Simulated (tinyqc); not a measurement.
p-n diode, drift-diffusion by the Gummel loop with Scharfetter-Gummel fluxes: one step of the calculation.

Abrupt junction at x = 0, p side from -Lp, n side to Ln, ohmic contacts. psi is counted from the intrinsic level; n = ni exp((psi - phin)/Vt), p = ni exp((phip - psi)/Vt). Contacts: p side psi = V - Vt ln(Na/ni), p = Na, n = ni^2/Na; n side psi = Vt ln(Nd/ni), n = Nd, p = ni^2/Nd. Constant mobilities, D = mu Vt, Boltzmann statistics, SRH recombination through a mid-gap level, U = (n p - ni^2)/(tp (n + ni) + tn (p + ni)). Current is positive from the p contact to the n contact.

Task. Recombination and current. U_i as defined. J = Jn at the p contact + Jp at the n contact + q sum w_i U_i - q G sum w_i over the inner nodes, which avoids differences of large majority fluxes: Jn = (q mun Vt/h_0)[n_1 B(d_0) - n_0 B(-d_0)], Jp = (q mup Vt/h_last)[p_(N-1) B(d_last) - p_N B(-d_last)], d_i = (psi_(i+1) - psi_i)/Vt, B(d) = d/(exp(d) - 1), w_i = (h_(i-1) + h_i)/2.

Parameters, values chosen for the exercise; band and dielectric values close to those of gallium arsenide:

| symbol | value | unit | meaning |
|---|---|---|---|
| T | 350 | K | temperature |
| mun | 6900 | cm^2/(V s) | electron mobility |
| mup | 360 | cm^2/(V s) | hole mobility |
| tn | 1e-7 | s | SRH lifetime of electrons |
| tp | 2e-7 | s | SRH lifetime of holes |
| G | 0 | cm^-3 s^-1 | uniform generation rate |

Constants: q = 1.602176634e-19 C, kB = 1.380649e-23 J/K, Vt = kB T/q. Results are converted to the units shown.

```
node  x (nm)  converged psi (V)  converged n (cm^-3)  converged p (cm^-3)
0      -5600         0.20625514           0.25427575               6.2e16
1      -2370         0.20625325         6.7762049e10         6.2000068e16
2       -983         0.20625244         9.6962825e10         6.2000096e16
3       -388         0.20625258         1.0951837e11         6.1999107e16
4       -133         0.20640499         1.1547327e11         6.1686306e16
5      -23.5         0.21525498         1.5754102e11         4.5999539e16
6       23.5         0.30159863         2.7643224e12         2.6269788e15
7        109         0.40762668         9.2983118e13         7.8084610e13
8        265         0.50106727         2.0601295e15         3.4692557e12
9        548         0.51867207         3.6931212e15         1.6903135e12
10      1060         0.51952792         3.7994309e15         1.0678173e12
11      2000         0.51953226               3.8e15            4.1487097
```

ni = 1.2555914e8 cm^-3

Wanted: U; Jn at the p contact; Jp at the n contact; recombination; generation; J.

Result.

U, node 0 to 11 (cm^-3 s^-1): [0, 6.776e17, 9.696e17, 1.095e18, 1.155e18, 1.575e18, 2.759e19, 2.750e20, 1.733e19, 8.450e18, 5.338e18, 0]
Jn at the p contact = 0.006995 A/cm^2
Jp at the n contact = 0.01976 A/cm^2
recombination = 7.914e-4 A/cm^2
generation = 0 A/cm^2
J = 0.02755 A/cm^2

Program tinyqc, `OMP_NUM_THREADS=1 python tinyqc.py 2240021 2240022 out.jsonl`; Intel Xeon 2.30GHz, shared host, one thread, about 0.1 s.
